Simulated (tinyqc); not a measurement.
# Reverse leakage of an n+-p junction: diffusion, generation, trap-assisted and band-to-band tunnelling: two studies

One-sided abrupt junction in the depletion approximation, x from the junction (0) to W on the p side, field F = F0 (1 - x/W). Flat quasi-Fermi levels, long p side. Traps generate through SRH with both lifetimes shortened by 1 + Gamma (Hurkx enhancement, form for moderate fields); band-to-band generation is local and needs a total bending above Eg.

Values chosen for this exercise; band and dielectric values close to those of silicon: temperature T = 300 K; band gap Eg = 1.11 eV; relative permittivity eps_r = 11.9; conduction-band density of states at T Nc = 2.79e19 cm^-3; valence-band density of states at T Nv = 2.66e19 cm^-3; acceptor density of the lighter side Na = 2.9e16 cm^-3; donor density of the heavier side Nd = 1e20 cm^-3; SRH lifetime of both carriers at zero field tau = 1e-8 s; trap level above the intrinsic level Et = 0 eV; tunnelling mass mt = 0.23 m0; electron diffusion coefficient on the lighter side Dn = 16 cm^2/s; band-to-band prefactor Ab = 3.2e14 cm^-0.5 V^-2.5 s^-1; band-to-band field constant Bb = 1.81e7 V/cm; reverse bias VR = 0.4 V.

Constants: q = 1.602176634e-19 C, kB = 1.380649e-23 J/K, hbar = 1.054571817e-34 J s, m0 = 9.1093837015e-31 kg, Vt = kB T/q, eps0 = 8.8541878128e-14 F/cm where lengths are in cm. Results are converted to the units shown.

Each table varies one quantity; the others keep the values above.

## Leakage components against the trap level above the intrinsic level

ni = sqrt(Nc Nv) exp(-Eg/(2 Vt)), Eg in volts; Vbi = Vt ln(Na Nd/ni^2); W = sqrt(2 eps0 eps_r (Vbi + VR)/(q Na)); F0 = 2 (Vbi + VR)/W; FG = sqrt(24 mt m0 (kB T)^3)/(q hbar); J_diff = q ni^2 sqrt(Dn/tau)(1 - exp(-VR/Vt))/Na. u = (Vbi + VR)(1 - x/W)^2, p = Na exp(-u/Vt), n = Nd exp((u - Vbi - VR)/Vt); G0 = ni^2 (1 - exp(-VR/Vt))/(tau (n + p + 2 ni cosh(Et/Vt))); Gamma = 2 sqrt(3 pi)(F/FG) exp((F/FG)^2); trap-assisted part G0 Gamma; G_bb = Ab F^2.5 exp(-Bb/F) with F in V/cm, zero unless Vbi + VR > Eg. Currents are q times the integrals over 0 to W; J_bb under 1e-8 of J is printed as 0; rows with F0/FG above 2.2, beyond the range of this Gamma, are left out.

The same in every row: F0 (kV/cm) = 110; F0/FG = 0.310; J_diff (A/cm^2) = 3.70e-11; J_bb (A/cm^2) = 0.

Results:
```
Et (eV)  J_SRH (A/cm^2)  J_TAT (A/cm^2)  J (A/cm^2)              largest part
-0.3           3.11e-11        3.41e-11    1.02e-10                 diffusion
-0.2            1.10e-9         1.31e-9     2.45e-9  trap-assisted tunnelling
-0.1            3.79e-8         4.69e-8     8.49e-8  trap-assisted tunnelling
0               6.46e-7         8.16e-7     1.46e-6  trap-assisted tunnelling
0.1             3.79e-8         4.69e-8     8.49e-8  trap-assisted tunnelling
0.3            3.11e-11        3.41e-11    1.02e-10                 diffusion
```

Estimate the missing row, Et = 0.2 eV.

Computed row:
```
Et (eV)  J_SRH (A/cm^2)  J_TAT (A/cm^2)  J (A/cm^2)              largest part
0.2             1.10e-9         1.31e-9     2.45e-9  trap-assisted tunnelling
```

With this row back in the table: J goes from 1.02e-10 through a maximum of 1.46e-6 (at Et = 0 among the rows listed) to 1.02e-10 A/cm^2. Diffusion leads at Et = -0.3, trap-assisted tunnelling from -0.2, diffusion from 0.3 on.

## Leakage components against the acceptor density of the lighter side

Same model as above.

Leakage components against the acceptor density of the lighter side:
```
Na (cm^-3)  F0 (kV/cm)  F0/FG  J_diff (A/cm^2)  J_SRH (A/cm^2)  J_TAT (A/cm^2)  J_bb (A/cm^2)  J (A/cm^2)              largest part
1e16              63.8  0.180         1.07e-10         1.13e-6         7.94e-7              0     1.92e-6            SRH generation
2.4e16            99.7  0.282         4.47e-11         7.14e-7         8.10e-7              0     1.52e-6  trap-assisted tunnelling
5.6e16             154  0.434         1.91e-11         4.58e-7         8.50e-7              0     1.31e-6  trap-assisted tunnelling
1.3e17             236  0.666         8.24e-12         2.95e-7         9.53e-7              0     1.25e-6  trap-assisted tunnelling
3.2e17             373   1.05         3.35e-12         1.84e-7         1.30e-6              0     1.48e-6  trap-assisted tunnelling
7.5e17             575   1.63         1.43e-12         1.18e-7         2.70e-6       3.91e-11     2.82e-6  trap-assisted tunnelling
```

What does the table show?

J goes from 1.92e-6 through a minimum of 1.25e-6 (at Na = 1.3e17 among the rows listed) to 2.82e-6 A/cm^2. SRH generation leads at Na = 1e16, trap-assisted tunnelling from 2.4e16 on. The ratio J_TAT/J_SRH goes from 0.702 to 22.8 as F0/FG goes from 0.180 to 1.63.

Range of the model: The n+ side is degenerate, so Vbi from Boltzmann statistics is only a guide.

tinyqc, about 0.01 s, one thread, Intel Xeon 2.30GHz (shared host): `OMP_NUM_THREADS=1 python tinyqc.py 2290089 2290090 out.jsonl`
